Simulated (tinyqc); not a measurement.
Trapped share and trap depth from dynamic on-resistance.

Question. Traps remove the share ft of the electrons in the drain access (length Ld, sheet resistance Rsh before stress), so Ron grows by Rsh Ld ft/(1 - ft). The recovery time goes as T^(-2) exp(q Ea/(kB T)). Find ft and Ea.

Inputs (values chosen for the exercise):
- Ld = 4 um (drain access length)

Constants: q = 1.602176634e-19 C, kB = 1.380649e-23 J/K. Results are converted to the units shown.

Ron before and just after an off-state stress (ohm mm): [2.1936484, 2.3756990]
Rsh = 238.94141 ohm
recovery times at 320 and 390 K (s): [40, 1.5361702]

Answer. The rise of Ron over Rsh Ld is ft/(1 - ft); ln(t T^2) is linear in 1/T.

ft = 0.160
Ea = 0.440 eV

Program tinyqc, `OMP_NUM_THREADS=1 python tinyqc.py 2570051 2570052 out.jsonl`; Intel Xeon 2.30GHz, shared host, one thread, about 0.01 s.
